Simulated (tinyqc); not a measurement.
Deep-level transient spectroscopy (DLTS) of one majority-carrier trap: one step, computed by the program tinyqc.

A filling pulse loads the traps in a one-sided junction; under reverse bias they empty at the rate e, and the capacitance relaxes as C(t) = C_0 - dC exp(-e t). The signal is S = [C(t_2) - C(t_1)]/dC.

Problem. Peak temperature and width. e = g sigma v N_b exp(-E/k_B T), v = sqrt(3 k_B T/m), N_b = 2 M (2 pi m k_B T/h^2)^(3/2), sigma = sigma_0 exp(-E_b/k_B T), E = E_t. S(e) = exp(-e t_1) - exp(-e t_2) peaks at the rate window e_0 = ln(t_2/t_1)/(t_2 - t_1). T_p solves e(T) = e_0 (bisection between 15 and 1500 K); the half-height points solve S = S_max/2 on either side.

Inputs (values chosen for the exercise, with mass and screening modelled on GaSb): density-of-states mass m = 0.04 m_0; valleys M = 1; trap depth E_t = 0.245 eV; cross-section sigma_0 = 5.6e-16 cm^2; degeneracy ratio g = 2; gate time t_1 = 0.004 s; ratio t_2/t_1 = 4; temperature T = 112 K; capture barrier E_b = 0.13 eV.

Carriers: electrons. Extra term: capture barrier.

rate window e_0 = 115.5245 1/s

peak height S_max = 0.4724704

Constants: k_B = 8.617333262e-05 eV/K; k_B = 1.380649e-23 J/K; m_0 = 9.1093837015e-31 kg; h = 6.62607015e-34 J s.

Give: peak temperature T_p; lower half-height point; upper half-height point; full width.

Solution.

peak temperature T_p = 240.4 K

lower half-height point = 223.4 K

upper half-height point = 254.6 K

full width = 31.22 K

The width is 13.0 % of T_p, and E_t is 11.8 k_B T_p.
